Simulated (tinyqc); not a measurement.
Surface potential of a MOS transistor: implicit equation and explicit approximations: two steps of the calculation.

p-type body, charge-sheet picture, depletion and inversion only, full ionisation (an idealisation for deep acceptors), Boltzmann statistics (rough once Na exp(x - xn) passes about Nc/7). In units of Vt: xg = (Vg - Vfb)/Vt, x = psi/Vt, G = gamma/sqrt(Vt), xn = (2 phiF + Vc)/Vt. The implicit equation is (xg - x)^2 = G^2 [x - 1 + exp(x - xn)] for x above about 3. Cox = eps0 eox/tox.

Parameters, values chosen for the exercise; band and dielectric values close to those of silicon:
- T = 350 K (temperature)
- Eg = 1.11 eV (band gap)
- eps_r = 11.5 (relative permittivity)
- Nc = 3.52e19 cm^-3 (conduction-band density of states at T)
- Nv = 3.38e19 cm^-3 (valence-band density of states at T)
- eox = 3.9 (relative permittivity of the gate insulator (close to silicon dioxide))
- tox = 4.6 nm (insulator thickness)
- Na = 4.2e17 cm^-3 (acceptor density)
- Vfb = -0.32 V (flat-band voltage)
- Vc = 1 V (channel-body voltage)
- Vg = 2.31 V (gate-body voltage)

Constants: q = 1.602176634e-19 C, kB = 1.380649e-23 J/K, Vt = kB T/q, eps0 = 8.8541878128e-14 F/cm where lengths are in cm. Results are converted to the units shown.

Task 1. Scales. ni = sqrt(Nc Nv) exp(-Eg/(2 Vt)), Eg in volts; phiF = Vt ln(Na/ni); gamma = sqrt(2 q eps0 eps_r Na)/Cox; VT = Vfb + Vt (xn + G sqrt(xn - 1)).

Give: phiF; gamma; G; xn; VT; xg.

Result 1.

phiF = 0.42204 V
gamma = 0.49313 V^0.5
G = 2.8395
xn = 61.142
VT = 2.1882 V
xg = 87.200

Task 2. Potential, charges and gate control. psi = Vt x; N_dep = Cox Vt G sqrt(x - 1)/q; N_inv = (Cox Vt G/q) [sqrt(x - 1 + exp(x - xn)) - sqrt(x - 1)]; dpsi/dVg = 1/[1 + G^2 (1 + exp(x - xn))/(2 (xg - x))].

converged x = 63.292987
G = 2.8395018
xn = 61.142158
xg = 87.199665

Give: psi; N_dep; N_inv; dpsi/dVg.

Result 2.

psi = 1.9090 V
N_dep = 3.1670e12 cm^-2
N_inv = 2.1136e11 cm^-2
dpsi/dVg = 0.38204

psi lies 2.2 Vt above 2 phiF + Vc.

tinyqc, about 0.01 s, one thread, Intel Xeon 2.30GHz (shared host): `OMP_NUM_THREADS=1 python tinyqc.py 2122221 2122222 out.jsonl`
